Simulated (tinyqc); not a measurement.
Phase shift across the band: Koster-Slater impurity in a tight-binding band, by Green functions and by supercells. Computed by tinyqc, a small Python program. Command: `OMP_NUM_THREADS=1 python tinyqc.py 3015618 3015619 out.jsonl kosterslater walk`. One thread of a shared host (Intel(R) Xeon(R) Processor @ 2.30GHz), about 0.03 s of CPU time with the checks.

One orbital per site, e(k) = -2 t sum cos(k_i) over 2 direction(s), band from -4 t to 4 t, lattice constant 1. One site has the extra energy U. Spin is left out.

Inputs (values chosen for the exercise, for a model band): hopping t = 0.68 eV; impurity potential U = 1.87 eV; broadening eta = 0.068 eV.

Lattice: square.

Method:
- Outside the band G0(E) = (2/(pi E)) K(m), m = 16 t^2/E^2, K the complete elliptic integral with parameter m.
- A bound state solves 1/U = G0(E).
- Bisection in ln(distance from the edge) between 1e-5 t and |U| + t. Weight on the impurity site: -1/(U^2 dG0/dE), by a central difference with step min(1e-4 t, distance/30). Decay length along an axis: 1/arccosh(1 + distance/(2 t)).
- Inside the band G0(z), z = E + i eta, comes from the chain form 1/(sqrt(y - 2t) sqrt(y + 2t)) (principal roots) at y = z + 2 t cos k, averaged over k in (0, pi) with 200 Gauss-Legendre points.
- delta/pi = -arg(1 - U G0)/pi counts the states added below E (Friedel); host DOS = -Im G0/pi, DOS on the impurity = -Im[G0/(1 - U G0)]/pi; 13 evenly spaced energies from -(band edge + |U| + 2t) to +(band edge + |U| + 2t).

distance from the band edge = 0.198097 eV

level E_b = 2.91810 eV

Across the spectrum:
```
E (eV)   Re G0 (1/eV)  host DOS (1/eV)  DOS on the impurity (1/eV)  delta/pi
-5.9500      -0.17803          0.00073                      0.0004  -0.00103
-4.9583      -0.22006          0.00116                      0.0006  -0.00153
-3.9667      -0.29343          0.00225                      0.0009  -0.00272
-2.9750      -0.49814          0.01071                      0.0029  -0.01037
-1.9833      -0.43324          0.13369                      0.0343  -0.13031
-0.9917      -0.36589          0.18135                      0.0457  -0.17954
0.0000        0.00000          0.37806                      0.0637  -0.36534
0.9917        0.36589          0.18135                      0.1469  -0.40828
1.9833        0.43324          0.13369                      0.2048  -0.42451
2.9750        0.49814          0.01071                      1.2384  -0.23660
3.9667        0.29343          0.00225                      0.0111  -0.00934
4.9583        0.22006          0.00116                      0.0033  -0.00368
5.9500        0.17803          0.00073                      0.0016  -0.00205
```

What does the comparison show, and why?

delta/pi starts and ends near zero (-0.001 and -0.002): the impurity moves states but creates none. The level lies only 2.9 eta outside the band, so the broadening smears its step. delta/pi is negative in the band, down to -0.42 among these rows (-1 just below the level for small eta), and the lost state returns at the level above the band (2.918 eV).

Extremes, crossings and ranges named in words are read from the listed rows.
